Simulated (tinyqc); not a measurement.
# Tail temperature from the power law

Inverse problem. When tail states hold most of the charge, the linear current goes as I = A (Vg - VT)^g with g = 2 Tt/T - 1. Find g, Tt and the tail width kB Tt.

Parameters, values chosen for the exercise: temperature T = 290 K.

Constants: q = 1.602176634e-19 C, kB = 1.380649e-23 J/K, Vt = kB T/q. Results are converted to the units shown.

I at Vg - VT = 3.9 and 5.8 V (nA): 11.477393  25.734373

Answer. g is the slope of ln I against ln(Vg - VT).

g = 2.03
Tt = 440 K
kB Tt = 37.9 meV

Computed by the program tinyqc: `OMP_NUM_THREADS=1 python tinyqc.py 2610106 2610107 out.jsonl`, one thread of a shared Intel Xeon 2.30GHz, about 0.02 s for the whole run.
